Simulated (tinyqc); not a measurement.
Domain walls in a thin film with perpendicular anisotropy: Bloch, Neel and chiral walls, motion and stripe domains: one step, computed by the program tinyqc. Command: `OMP_NUM_THREADS=1 python tinyqc.py 3026142 3026143 out.jsonl mwall walk`. One thread of a shared host (Intel(R) Xeon(R) Processor @ 2.30GHz), about 0.01 s of CPU time with the checks.

One-dimensional wall: polar angle theta(x), azimuth phi of the moment in the wall (phi = 0 Neel, 90 degrees Bloch). mu_0 = 1.25663706212e-6 T m/A, gamma = 1.76085963023e11 rad/(s T).

Problem. Stripe domains. Dipolar length l = sigma/(mu_0 M_s^2); for t much smaller than the period the domain width is w = 0.955 t exp(pi l/t) (Kaplan and Gehring), given as log10 of w in nm.

Inputs (values chosen for the exercise, for a model film): saturation magnetisation M_s = 1400 kA/m; thickness t = 2.5 nm.

wall energy sigma = 12.47205 mJ/m^2

Give: dipolar length l; log10 of the domain width in nm.

Solution.

dipolar length l = 5.064 nm

log10 of the domain width in nm = 3.141

Equilibrium domains are about 1400 nm wide.
